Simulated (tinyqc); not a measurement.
Worked calculation (part 1 of 2): RHF in the 3-21g basis, for H3+, spin multiplicity 1. Computed by tinyqc, a small Python program that keeps every step (integrals from PySCF). Settings: charge = 1, multiplicity = 1, basis = 3-21g, energy threshold = 1e-09, iteration cap = 63, orthogonalisation = symmetric, start = Wolfsberg-Helmholz matrix, DIIS depth = 6, method = RHF. Command: `OMP_NUM_THREADS=1 python tinyqc.py 26247 26248 out.jsonl` (the two numbers bound the seeds that draw the settings). One thread of a shared host (Intel(R) Xeon(R) Processor @ 2.60GHz), about 0.05 s of CPU time with the checks. Later iterations appear only in the table of the cycle.

## One-electron integrals

Geometry (angstrom):
```
atom         x         y          z
H     0.000000  0.000000   0.000000
H     0.000000  0.000000   0.796000
H     0.000000  0.000000  -0.796000
```

Basis 3-21g: exponents (1/bohr^2) and contraction coefficients of normalised primitives:
```
element  l (shell)  exponent  coefficient
H            s (1)  5.447178     0.156285
H            s (1)  0.824547     0.904691
H            s (2)  0.183192     1.000000
```

Overlap, kinetic and nuclear-attraction integrals over the contracted functions; the nuclear repulsion is the sum of Za Zb / Rab.

nuclear repulsion = 1.66198873 hartree

overlap S:
```
          1H 1s     1H 2s     2H 1s     2H 2s     3H 1s     3H 2s
1H 1s  1.000000  0.645899  0.353142  0.458709  0.353142  0.458709
1H 2s  0.645899  1.000000  0.458709  0.812814  0.458709  0.812814
2H 1s  0.353142  0.458709  1.000000  0.645899  0.019851  0.164474
2H 2s  0.458709  0.812814  0.645899  1.000000  0.164474  0.436481
3H 1s  0.353142  0.458709  0.019851  0.164474  1.000000  0.645899
3H 2s  0.458709  0.812814  0.164474  0.436481  0.645899  1.000000
```

kinetic energy T (hartree):
```
          1H 1s     1H 2s      2H 1s     2H 2s      3H 1s     3H 2s
1H 1s  1.549405  0.293152   0.143921  0.160549   0.143921  0.160549
1H 2s  0.293152  0.274788   0.160549  0.192491   0.160549  0.192491
2H 1s  0.143921  0.160549   1.549405  0.293152  -0.037797  0.006539
2H 2s  0.160549  0.192491   0.293152  0.274788   0.006539  0.053652
3H 1s  0.143921  0.160549  -0.037797  0.006539   1.549405  0.293152
3H 2s  0.160549  0.192491   0.006539  0.053652   0.293152  0.274788
```

nuclear attraction V (hartree):
```
           1H 1s      1H 2s      2H 1s      2H 2s      3H 1s      3H 2s
1H 1s  -3.043654  -1.614782  -0.971490  -1.139684  -0.971490  -1.139684
1H 2s  -1.614782  -1.749508  -1.049785  -1.379140  -1.049785  -1.379140
2H 1s  -0.971490  -1.049785  -2.714684  -1.413414  -0.055145  -0.387057
2H 2s  -1.139684  -1.379140  -1.413414  -1.545325  -0.387057  -0.763627
3H 1s  -0.971490  -1.049785  -0.055145  -0.387057  -2.714684  -1.413414
3H 2s  -1.139684  -1.379140  -0.387057  -0.763627  -1.413414  -1.545325
```

core Hamiltonian H = T + V (hartree):
```
           1H 1s      1H 2s      2H 1s      2H 2s      3H 1s      3H 2s
1H 1s  -1.494250  -1.321630  -0.827570  -0.979134  -0.827570  -0.979134
1H 2s  -1.321630  -1.474720  -0.889236  -1.186648  -0.889236  -1.186648
2H 1s  -0.827570  -0.889236  -1.165279  -1.120262  -0.092942  -0.380518
2H 2s  -0.979134  -1.186648  -1.120262  -1.270537  -0.380518  -0.709974
3H 1s  -0.827570  -0.889236  -0.092942  -0.380518  -1.165279  -1.120262
3H 2s  -0.979134  -1.186648  -0.380518  -0.709974  -1.120262  -1.270537
```

## Two-electron integrals

Functions are numbered as in S; the eight-fold symmetry (ij|kl) = (ji|kl) = (kl|ij) leaves the list below.

Two-electron integrals (ij|kl) in chemists' order, unique and non-zero (hartree):
```
(11|11) 1.140145   (21|11) 0.611403   (21|21) 0.345152   (22|11) 0.626370
(22|21) 0.380329   (22|22) 0.482957   (31|11) 0.327088   (31|21) 0.186227
(31|22) 0.207149   (31|31) 0.130427   (32|11) 0.314053   (32|21) 0.190047
(32|22) 0.236311   (32|31) 0.140700   (32|32) 0.173462   (33|11) 0.638147
(33|21) 0.394811   (33|22) 0.506622   (33|31) 0.327088   (33|32) 0.426831
(33|33) 1.140145   (41|11) 0.426831   (41|21) 0.241898   (41|22) 0.268298
(41|31) 0.140700   (41|32) 0.146791   (41|33) 0.314053   (41|41) 0.173462
(42|11) 0.480963   (42|21) 0.293936   (42|22) 0.379406   (42|31) 0.177926
(42|32) 0.214638   (42|33) 0.480963   (42|41) 0.214638   (42|42) 0.319074
(43|11) 0.394811   (43|21) 0.243299   (43|22) 0.314661   (43|31) 0.186227
(43|32) 0.241898   (43|33) 0.611403   (43|41) 0.190047   (43|42) 0.293936
(43|43) 0.345152   (44|11) 0.506622   (44|21) 0.314661   (44|22) 0.423768
(44|31) 0.207149   (44|32) 0.268298   (44|33) 0.626370   (44|41) 0.236311
(44|42) 0.379406   (44|43) 0.380329   (44|44) 0.482957   (51|11) 0.327088
(51|21) 0.186227   (51|22) 0.207149   (51|31) 0.080183   (51|32) 0.079723
(51|33) 0.156906   (51|41) 0.121471   (51|42) 0.144737   (51|43) 0.100505
(51|44) 0.144352   (51|51) 0.130427   (52|11) 0.314053   (52|21) 0.190047
(52|22) 0.236311   (52|31) 0.079723   (52|32) 0.083747   (52|33) 0.166806
(52|41) 0.122726   (52|42) 0.160423   (52|43) 0.107339   (52|44) 0.159821
(52|51) 0.140700   (52|52) 0.173462   (53|11) 0.021269   (53|21) 0.011672
(53|22) 0.012255   (53|31) 0.006279   (53|32) 0.006158   (53|33) 0.012635
(53|41) 0.008161   (53|42) 0.009428   (53|43) 0.007785   (53|44) 0.009977
(53|51) 0.006279   (53|52) 0.006158   (53|53) 0.000402   (54|11) 0.124989
(54|21) 0.074195   (54|22) 0.088840   (54|31) 0.032099   (54|32) 0.033203
(54|33) 0.066078   (54|41) 0.048453   (54|42) 0.061593   (54|43) 0.042356
(54|44) 0.061802   (54|51) 0.052252   (54|52) 0.061184   (54|53) 0.002435
(54|54) 0.022104   (55|11) 0.638147   (55|21) 0.394811   (55|22) 0.506622
(55|31) 0.156906   (55|32) 0.166806   (55|33) 0.332373   (55|41) 0.249448
(55|42) 0.332540   (55|43) 0.214565   (55|44) 0.326267   (55|51) 0.327088
(55|52) 0.426831   (55|53) 0.012635   (55|54) 0.145541   (55|55) 1.140145
(61|11) 0.426831   (61|21) 0.241898   (61|22) 0.268298   (61|31) 0.121471
(61|32) 0.122726   (61|33) 0.249448   (61|41) 0.165824   (61|42) 0.200640
(61|43) 0.156108   (61|44) 0.209741   (61|51) 0.140700   (61|52) 0.146791
(61|53) 0.008161   (61|54) 0.056401   (61|55) 0.314053   (61|61) 0.173462
(62|11) 0.480963   (62|21) 0.293936   (62|22) 0.379406   (62|31) 0.144737
(62|32) 0.160423   (62|33) 0.332540   (62|41) 0.200640   (62|42) 0.279970
(62|43) 0.210285   (62|44) 0.298270   (62|51) 0.177926   (62|52) 0.214638
(62|53) 0.009428   (62|54) 0.078159   (62|55) 0.480963   (62|61) 0.214638
(62|62) 0.319074   (63|11) 0.124989   (63|21) 0.074195   (63|22) 0.088840
(63|31) 0.052252   (63|32) 0.061184   (63|33) 0.145541   (63|41) 0.056401
(63|42) 0.078159   (63|43) 0.083411   (63|44) 0.094293   (63|51) 0.032099
(63|52) 0.033203   (63|53) 0.002435   (63|54) 0.013201   (63|55) 0.066078
(63|61) 0.048453   (63|62) 0.061593   (63|63) 0.022104   (64|11) 0.273399
(64|21) 0.166006   (64|22) 0.210801   (64|31) 0.090417   (64|32) 0.103145
(64|33) 0.221131   (64|41) 0.117107   (64|42) 0.165603   (64|43) 0.137344
(64|44) 0.184967   (64|51) 0.090417   (64|52) 0.103145   (64|53) 0.005349
(64|54) 0.038777   (64|55) 0.221131   (64|61) 0.117107   (64|62) 0.165603
(64|63) 0.038777   (64|64) 0.092011   (65|11) 0.394811   (65|21) 0.243299
(65|22) 0.314661   (65|31) 0.100505   (65|32) 0.107339   (65|33) 0.214565
(65|41) 0.156108   (65|42) 0.210285   (65|43) 0.138355   (65|44) 0.208970
(65|51) 0.186227   (65|52) 0.241898   (65|53) 0.007785   (65|54) 0.083411
(65|55) 0.611403   (65|61) 0.190047   (65|62) 0.293936   (65|63) 0.042356
(65|64) 0.137344   (65|65) 0.345152   (66|11) 0.506622   (66|21) 0.314661
(66|22) 0.423768   (66|31) 0.144352   (66|32) 0.159821   (66|33) 0.326267
(66|41) 0.209741   (66|42) 0.298270   (66|43) 0.208970   (66|44) 0.309593
(66|51) 0.207149   (66|52) 0.268298   (66|53) 0.009977   (66|54) 0.094293
(66|55) 0.626370   (66|61) 0.236311   (66|62) 0.379406   (66|63) 0.061802
(66|64) 0.184967   (66|65) 0.380329   (66|66) 0.482957
```

## Orthogonalisation

S = U s U^T; symmetric (Loewdin) form X = U s^(-1/2) U^T, so that X^T S X = 1.

eigenvalues of S: 0.034929  0.247272  0.461328  0.562112  1.296396  3.397963

X:
```
           1H 1s      1H 2s      2H 1s      2H 2s      3H 1s      3H 2s
1H 1s   1.292561  -0.614943  -0.124233   0.112744  -0.124233   0.112744
1H 2s  -0.614943   3.575420  -0.025135  -1.512328  -0.025135  -1.512328
2H 1s  -0.124233  -0.025135   1.262904  -0.457974   0.043179   0.061815
2H 2s   0.112744  -1.512328  -0.457974   2.097367   0.061815   0.427813
3H 1s  -0.124233  -0.025135   0.043179   0.061815   1.262904  -0.457974
3H 2s   0.112744  -1.512328   0.061815   0.427813  -0.457974   2.097367
```

## Starting guess

The start is the generalised Wolfsberg-Helmholz matrix (K = 1.75) built on H; D = 2 C_occ C_occ^T.

D at the start:
```
          1H 1s     1H 2s     2H 1s     2H 2s     3H 1s     3H 2s
1H 1s  0.213330  0.238786  0.051269  0.126661  0.051269  0.126661
1H 2s  0.238786  0.267281  0.057387  0.141775  0.057387  0.141775
2H 1s  0.051269  0.057387  0.012321  0.030440  0.012321  0.030440
2H 2s  0.126661  0.141775  0.030440  0.075203  0.030440  0.075203
3H 1s  0.051269  0.057387  0.012321  0.030440  0.012321  0.030440
3H 2s  0.126661  0.141775  0.030440  0.075203  0.030440  0.075203
```

## Iteration 1: building the Fock matrix

J_ij = sum D_kl (ij|kl), K_ij = sum D_kl (ik|jl); F = H + J - 0.5 K; E = tr D H + tr D J / 2 - 0.25 tr D K + E_nn.

Coulomb J (hartree):
```
          1H 1s     1H 2s     2H 1s     2H 2s     3H 1s     3H 2s
1H 1s  1.527668  0.888954  0.487624  0.625567  0.487624  0.625567
1H 2s  0.888954  1.049523  0.529849  0.820910  0.529849  0.820910
2H 1s  0.487624  0.529849  1.137800  0.697102  0.029441  0.201558
2H 2s  0.625567  0.820910  0.697102  0.906731  0.201558  0.458097
3H 1s  0.487624  0.529849  0.029441  0.201558  1.137800  0.697102
3H 2s  0.625567  0.820910  0.201558  0.458097  0.697102  0.906731
```

exchange K (hartree):
```
          1H 1s     1H 2s     2H 1s     2H 2s     3H 1s     3H 2s
1H 1s  1.178870  1.007440  0.571866  0.773515  0.571866  0.773515
1H 2s  1.007440  0.983758  0.560612  0.770669  0.560612  0.770669
2H 1s  0.571866  0.560612  0.472846  0.509298  0.227477  0.378479
2H 2s  0.773515  0.770669  0.509298  0.648387  0.378479  0.566381
3H 1s  0.571866  0.560612  0.227477  0.378479  0.472846  0.509298
3H 2s  0.773515  0.770669  0.378479  0.566381  0.509298  0.648387
```

Fock matrix F (hartree):
```
           1H 1s      1H 2s      2H 1s      2H 2s      3H 1s      3H 2s
1H 1s  -0.556016  -0.936396  -0.625878  -0.740324  -0.625878  -0.740324
1H 2s  -0.936396  -0.917076  -0.639693  -0.751072  -0.639693  -0.751072
2H 1s  -0.625878  -0.639693  -0.263902  -0.677809  -0.177239  -0.368199
2H 2s  -0.740324  -0.751072  -0.677809  -0.687999  -0.368199  -0.535068
3H 1s  -0.625878  -0.639693  -0.177239  -0.368199  -0.263902  -0.677809
3H 2s  -0.740324  -0.751072  -0.368199  -0.535068  -0.677809  -0.687999
```

total energy of this density = -1.14197005 hartree

## Iteration 1: diagonalisation and new density

Diagonalise F' = X^T F X, C = X C', fill 1 alpha and 1 beta electrons from the bottom; D = 2 C_occ C_occ^T. Each column has its largest component positive (the first on a tie).

F' = X^T F X (hartree):
```
           1          2          3          4          5          6
1   0.210019  -0.708071  -0.390331  -0.104564  -0.390331  -0.104564
2  -0.708071   0.111683  -0.162263  -0.250992  -0.162263  -0.250992
3  -0.390331  -0.162263   0.322423  -0.547496   0.100088  -0.021017
4  -0.104564  -0.250992  -0.547496  -0.024667  -0.021017  -0.112341
5  -0.390331  -0.162263   0.100088  -0.021017   0.322423  -0.547496
6  -0.104564  -0.250992  -0.021017  -0.112341  -0.547496  -0.024667
```

orbital energies (hartree): MO1 -1.135647, MO2 -0.375762, MO3 0.025747, MO4 0.585696, MO5 0.685771, MO6 1.131409

coefficients C:
```
            MO1        MO2        MO3        MO4        MO5        MO6
1H 1s  0.347678   0.000000   0.278391  -0.679722   0.000000  -1.201981
1H 2s  0.426875   0.000000   2.801131   1.913259   0.000000   2.459309
2H 1s  0.191269   0.293982  -0.014940  -0.640802  -0.890241   0.707127
2H 2s  0.065891   0.643293  -1.869701  -0.333057   1.055921  -1.398404
3H 1s  0.191269  -0.293982  -0.014940  -0.640802   0.890241   0.707127
3H 2s  0.065891  -0.643293  -1.869701  -0.333057  -1.055921  -1.398404
```

D after iteration 1:
```
          1H 1s     1H 2s     2H 1s     2H 2s     3H 1s     3H 2s
1H 1s  0.241760  0.296830  0.133000  0.045818  0.133000  0.045818
1H 2s  0.296830  0.364445  0.163296  0.056254  0.163296  0.056254
2H 1s  0.133000  0.163296  0.073168  0.025206  0.073168  0.025206
2H 2s  0.045818  0.056254  0.025206  0.008683  0.025206  0.008683
3H 1s  0.133000  0.163296  0.073168  0.025206  0.073168  0.025206
3H 2s  0.045818  0.056254  0.025206  0.008683  0.025206  0.008683
```

## Iteration 2: building the Fock matrix

As before.

Coulomb J (hartree):
```
          1H 1s     1H 2s     2H 1s     2H 2s     3H 1s     3H 2s
1H 1s  1.594931  0.924849  0.513126  0.651216  0.513126  0.651216
1H 2s  0.924849  1.079964  0.556610  0.844947  0.556610  0.844947
2H 1s  0.513126  0.556610  1.213089  0.733131  0.030722  0.211225
2H 2s  0.651216  0.844947  0.733131  0.932994  0.211225  0.471384
3H 1s  0.513126  0.556610  0.030722  0.211225  1.213089  0.733131
3H 2s  0.651216  0.844947  0.211225  0.471384  0.733131  0.932994
```

exchange K (hartree):
```
          1H 1s     1H 2s     2H 1s     2H 2s     3H 1s     3H 2s
1H 1s  1.255850  1.036412  0.647988  0.792948  0.647988  0.792948
1H 2s  1.036412  0.965801  0.614373  0.752739  0.614373  0.752739
2H 1s  0.647988  0.614373  0.592929  0.562191  0.268006  0.407754
2H 2s  0.792948  0.752739  0.562191  0.631342  0.407754  0.548268
3H 1s  0.647988  0.614373  0.268006  0.407754  0.592929  0.562191
3H 2s  0.792948  0.752739  0.407754  0.548268  0.562191  0.631342
```

Fock matrix F (hartree):
```
           1H 1s      1H 2s      2H 1s      2H 2s      3H 1s      3H 2s
1H 1s  -0.527243  -0.914987  -0.638438  -0.724392  -0.638438  -0.724392
1H 2s  -0.914987  -0.877657  -0.639812  -0.718071  -0.639812  -0.718071
2H 1s  -0.638438  -0.639812  -0.248654  -0.668226  -0.196222  -0.373170
2H 2s  -0.724392  -0.718071  -0.668226  -0.653214  -0.373170  -0.512725
3H 1s  -0.638438  -0.639812  -0.196222  -0.373170  -0.248654  -0.668226
3H 2s  -0.724392  -0.718071  -0.373170  -0.512725  -0.668226  -0.653214
```

total energy of this density = -1.21474465 hartree

## Iteration 2: DIIS over 2 matrices

error matrix X^T (FDS - SDF) X:
```
           1          2         3          4         5          6
1   0.000000  -0.008627  0.025733  -0.014906  0.025733  -0.014906
2   0.008627   0.000000  0.031375  -0.008981  0.031375  -0.008981
3  -0.025733  -0.031375  0.000000  -0.027418  0.000000  -0.027418
4   0.014906   0.008981  0.027418   0.000000  0.027418   0.000000
5  -0.025733  -0.031375  0.000000  -0.027418  0.000000  -0.027418
6   0.014906   0.008981  0.027418   0.000000  0.027418   0.000000
```

B (overlaps of the stored error matrices):
```
               1              2
1  4.4161595e-01  7.8239828e-02
2  7.8239828e-02  1.3960748e-02
```

Minimise |sum c_i e_i|^2 with sum c_i = 1: solve [B -1; -1 0][c; lambda] = [0; -1] with B_ij = tr e_i^T e_j, and take F = sum c_i F_i.

DIIS coefficients: -0.214910  1.214910

extrapolated F (hartree):
```
           1H 1s      1H 2s      2H 1s      2H 2s      3H 1s      3H 2s
1H 1s  -0.521060  -0.910387  -0.641137  -0.720968  -0.641137  -0.720968
1H 2s  -0.910387  -0.869185  -0.639838  -0.710979  -0.639838  -0.710979
2H 1s  -0.641137  -0.639838  -0.245377  -0.666166  -0.200302  -0.374238
2H 2s  -0.720968  -0.710979  -0.666166  -0.645738  -0.374238  -0.507923
3H 1s  -0.641137  -0.639838  -0.200302  -0.374238  -0.245377  -0.666166
3H 2s  -0.720968  -0.710979  -0.374238  -0.507923  -0.666166  -0.645738
```

## Iteration 2: diagonalisation and new density

As before.

F' = X^T F X (hartree):
```
           1          2          3          4          5          6
1   0.256416  -0.705416  -0.422354  -0.094160  -0.422354  -0.094160
2  -0.705416   0.145017  -0.174598  -0.234506  -0.174598  -0.234506
3  -0.422354  -0.174598   0.351265  -0.552737   0.085395  -0.027558
4  -0.094160  -0.234506  -0.552737   0.009089  -0.027558  -0.101266
5  -0.422354  -0.174598   0.085395  -0.027558   0.351265  -0.552737
6  -0.094160  -0.234506  -0.027558  -0.101266  -0.552737   0.009089
```

orbital energies (hartree): MO1 -1.113621, MO2 -0.342792, MO3 0.050368, MO4 0.616203, MO5 0.719017, MO6 1.192965

coefficients C:
```
            MO1        MO2        MO3        MO4        MO5        MO6
1H 1s  0.350065   0.000000   0.258032  -0.692117   0.000000  -1.198753
1H 2s  0.431450   0.000000   2.831061   1.984274   0.000000   2.366203
2H 1s  0.215131   0.285157   0.000458  -0.622986  -0.893106   0.716289
2H 2s  0.043627   0.653712  -1.893305  -0.368223   1.049503  -1.358120
3H 1s  0.215131  -0.285157   0.000458  -0.622986   0.893106   0.716289
3H 2s  0.043627  -0.653712  -1.893305  -0.368223  -1.049503  -1.358120
```

D after iteration 2:
```
          1H 1s     1H 2s     2H 1s     2H 2s     3H 1s     3H 2s
1H 1s  0.245091  0.302071  0.150620  0.030544  0.150620  0.030544
1H 2s  0.302071  0.372299  0.185637  0.037645  0.185637  0.037645
2H 1s  0.150620  0.185637  0.092563  0.018771  0.092563  0.018771
2H 2s  0.030544  0.037645  0.018771  0.003807  0.018771  0.003807
3H 1s  0.150620  0.185637  0.092563  0.018771  0.092563  0.018771
3H 2s  0.030544  0.037645  0.018771  0.003807  0.018771  0.003807
```

## Iteration 3: building the Fock matrix

As before.

Coulomb J (hartree):
```
          1H 1s     1H 2s     2H 1s     2H 2s     3H 1s     3H 2s
1H 1s  1.603889  0.929848  0.517306  0.654866  0.517306  0.654866
1H 2s  0.929848  1.084467  0.561522  0.848694  0.561522  0.848694
2H 1s  0.517306  0.561522  1.228316  0.740104  0.030897  0.212889
2H 2s  0.654866  0.848694  0.740104  0.937578  0.212889  0.473349
3H 1s  0.517306  0.561522  0.030897  0.212889  1.228316  0.740104
3H 2s  0.654866  0.848694  0.212889  0.473349  0.740104  0.937578
```

exchange K (hartree):
```
          1H 1s     1H 2s     2H 1s     2H 2s     3H 1s     3H 2s
1H 1s  1.262492  1.035776  0.660972  0.792330  0.660972  0.792330
1H 2s  1.035776  0.957524  0.623451  0.746025  0.623451  0.746025
2H 1s  0.660972  0.623451  0.618864  0.572025  0.276013  0.412333
2H 2s  0.792330  0.746025  0.572025  0.626087  0.412333  0.542493
3H 1s  0.660972  0.623451  0.276013  0.412333  0.618864  0.572025
3H 2s  0.792330  0.746025  0.412333  0.542493  0.572025  0.626087
```

Fock matrix F (hartree):
```
           1H 1s      1H 2s      2H 1s      2H 2s      3H 1s      3H 2s
1H 1s  -0.521607  -0.909671  -0.640750  -0.720434  -0.640750  -0.720434
1H 2s  -0.909671  -0.869015  -0.639440  -0.710967  -0.639440  -0.710967
2H 1s  -0.640750  -0.639440  -0.246394  -0.666170  -0.200051  -0.373796
2H 2s  -0.720434  -0.710967  -0.666170  -0.646002  -0.373796  -0.507872
3H 1s  -0.640750  -0.639440  -0.200051  -0.373796  -0.246394  -0.666170
3H 2s  -0.720434  -0.710967  -0.373796  -0.507872  -0.666170  -0.646002
```

total energy of this density = -1.21701712 hartree

## Iteration 3: DIIS over 3 matrices

error matrix X^T (FDS - SDF) X:
```
           1          2          3         4          5         6
1   0.000000  -0.000601   0.000046  0.000183   0.000046  0.000183
2   0.000601   0.000000   0.000430  0.000592   0.000430  0.000592
3  -0.000046  -0.000430   0.000000  0.000085   0.000000  0.000085
4  -0.000183  -0.000592  -0.000085  0.000000  -0.000085  0.000000
5  -0.000046  -0.000430   0.000000  0.000085   0.000000  0.000085
6  -0.000183  -0.000592  -0.000085  0.000000  -0.000085  0.000000
```

B (overlaps of the stored error matrices):
```
               1              2              3
1  4.4161595e-01  7.8239828e-02  5.1573229e-05
2  7.8239828e-02  1.3960748e-02  1.8220497e-05
3  5.1573229e-05  1.8220497e-05  3.0633459e-06
```

As before.

DIIS coefficients: 0.013359  -0.076071  1.062712

extrapolated F (hartree):
```
           1H 1s      1H 2s      2H 1s      2H 2s      3H 1s      3H 2s
1H 1s  -0.521638  -0.909623  -0.640727  -0.720398  -0.640727  -0.720398
1H 2s  -0.909623  -0.869000  -0.639415  -0.710962  -0.639415  -0.710962
2H 1s  -0.640727  -0.639415  -0.246456  -0.666170  -0.200037  -0.373768
2H 2s  -0.720398  -0.710962  -0.666170  -0.646015  -0.373768  -0.507866
3H 1s  -0.640727  -0.639415  -0.200037  -0.373768  -0.246456  -0.666170
3H 2s  -0.720398  -0.710962  -0.373768  -0.507866  -0.666170  -0.646015
```
